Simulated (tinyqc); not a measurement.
## Inductance and parasitic capacitance from two readings

Problem. A loss-free coil L in parallel with C shows the apparent inductance L/(1 - w^2 L C), w = 2 pi f. Find L, C and the self-resonance 1/(2 pi sqrt(L C)).

apparent inductance at 6.7 and 14 GHz (nH): 0.87151150  1.7220556

Solution. The inverse of the reading is 1/L - w^2 C, a straight line in w^2.

L = 0.760 nH
C = 95.0 fF
self-resonance = 18.7 GHz

tinyqc, about 0.01 s, one thread, Intel Xeon 2.30GHz (shared host): `OMP_NUM_THREADS=1 python tinyqc.py 2302174 2302175 out.jsonl`
